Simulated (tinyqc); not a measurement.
Bound state in one dimension: Numerov shooting, finite differences, DVR, step by step. Computed by tinyqc, a small Python program that keeps every step. Settings: points = 64. Command: `OMP_NUM_THREADS=1 python tinyqc.py 20661 20662 out.jsonl` (the two numbers bound the seeds that draw the settings). One thread of a shared host (Intel(R) Xeon(R) Processor @ 2.60GHz), about 0.01 s of CPU time with the checks.

## Numerov steps at E = -11.73

One particle of mass 1 in V = -11.97 exp(-x^2/2.19^2) (atomic units), psi = 0 at both ends:
```
parameter                value
left end                    -7
right end                    7
intervals                   64
h                     0.218750
state sought (nodes)         2
```

k_i = 2 m (E - V_i); (1 + h^2 k_(i+1)/12) y_(i+1) = 2 (1 - 5 h^2 k_i/12) y_i - (1 + h^2 k_(i-1)/12) y_(i-1), from y_0 = 0, y_1 = 0.001.

Points along the way:
```
i           x          V           k               y
0   -7.000000  -0.000438  -23.459125        0.000000
1   -6.781250  -0.000820  -23.458359        0.001000
2   -6.562500  -0.001508  -23.456984        0.003238
3   -6.343750  -0.002717  -23.454567        0.009487
4   -6.125000  -0.004797  -23.450405        0.027480
5   -5.906250  -0.008304  -23.443391        0.079488
21  -2.406250  -3.579290  -16.301420  1120683.989400
22  -2.187500  -4.413576  -14.632847  2714450.032400
23  -1.968750  -5.334802  -12.790396  6285540.832500
24  -1.750000  -6.320914  -10.818171        1.38e+07
25  -1.531250  -7.341342   -8.777317        2.86e+07
26  -1.312500  -8.358049   -6.743903        5.56e+07
```

## Bisection on the node count

With more sign changes than the state has nodes (the last point included) the energy is too high, else too low; the bracket starts as -11.73 to -0.05.

Trials:
```
trial            E  sign changes  y at the right end   next
1      -5.89000000             3           -4.96e+10  lower
2      -8.81000000             2            3.42e+13  raise
3      -7.35000000             2            7.96e+12  raise
4      -6.62000000             3           -3.88e+11  lower
5      -6.98500000             2            3.73e+11  raise
6      -6.80250000             3           -2.99e+11  lower
7      -6.89375000             3           -7.69e+10  lower
8      -6.93937500             2            1.13e+11  raise
9      -6.91656250             2            1.00e+10  raise
10     -6.90515625             3           -3.53e+10  lower
11     -6.91085938             3           -1.31e+10  lower
12     -6.91371094             3           -1.67e+09  lower
13     -6.91513672             2            4.14e+09  raise
14     -6.91442383             2            1.23e+09  raise
...            ...           ...                 ...    ...
29     -6.91412149             3           -4.88e+04  lower
30     -6.91412150             3           -4.59e+03  lower
31     -6.91412151             2            1.75e+04  raise
```

eigenvalue = -6.91412151 hartree

## The same grid by other methods

Three-point finite differences and the sine-DVR kinetic matrix of Colbert and Miller on the same points.

Lowest levels (hartree):
```
state  finite differences         DVR
0              -10.898815  -10.892142
1               -8.848403   -8.818259
2               -6.981647   -6.912545
3               -5.299295   -5.185202
4               -3.805172   -3.649463
```
